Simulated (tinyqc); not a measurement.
Weakening the contact bond: metal-induced gap states at the contact of a metal chain and a two-band chain.

The semiconductor alternates sites A at -Eg/2 and C at +Eg/2 with hopping -t; the gap runs from -Eg/2 to Eg/2. In the gap cosh(q a) = 1 + (Eg^2/4 - E^2)/(2 t^2) and the amplitude changes by -exp(-q a) a period. The metal has site energy 0 and hopping -tm; its end site has g_m = (E - i sqrt(4 tm^2 - E^2))/(2 tm^2). Sites 1, 2, ... count into the semiconductor, with energies e1, e2 alternating. The clean half chain has g1 = 1/(E - e1 - t^2 g2), g2 = 1/(E - e2 - t^2 g1), decaying root. With the contact G11 = 1/(1/g1 - tc^2 g_m), and the density on site j is -Im G_jj/pi = |psi_j/psi_1|^2 (-Im G11/pi), per spin, with psi_2/psi_1 = -t g2, psi_3/psi_2 = -t g1.

Constants: e^2/(4 pi eps0) = 14.39964547 eV angstrom.

Values chosen for the exercise (gap and optical dielectric constant near those of SiO2; the chain itself is a model; shifted at random, so the results belong to these values and not to a real crystal): Eg = 9.41 eV (gap); t = 2.66 eV (hopping in the semiconductor); tm = 3.76 eV (hopping in the metal); end = C (site that touches the metal); a = 3.1 angstrom (period (two sites); one chain for each area a^2); eps = 2.3 (dielectric constant); E = 2.59 eV (energy from mid-gap).

At the given E, tc is varied, as by a thin spacer. xi = 1/(2q), N = 2 (summed density)/a^2, S = 1/(1 + 4 pi e^2 N xi/eps) with xi and eps kept.

Against tc:
```
tc (eV)  D1 (1/eV)  summed density (1/eV)       S
0.10       0.00010                0.00011  0.9979
0.25       0.00061                0.00071  0.9871
0.50       0.00243                0.00279  0.9508
0.80       0.00604                0.00694  0.8859
1.20       0.01279                0.01469  0.7858
1.80       0.02457                0.02822  0.6563
2.50       0.03531                0.04055  0.5706
3.50       0.03889                0.04466  0.5468
```

For a weak bond the density goes as tc^2 (ratio 6.23 between 0.25 and 0.1 eV, against 6.25). It is largest at tc = 3.5 eV among these rows, the end of the table; the peak may lie just before or beyond it. S is 0.998 at 0.1 eV and has its least value, 0.547, in that row.

Program tinyqc; command `OMP_NUM_THREADS=1 python tinyqc.py 1481321 1481322 out.jsonl`; about 0.01 s on one thread of a shared Intel(R) Xeon(R) Processor @ 2.30GHz.
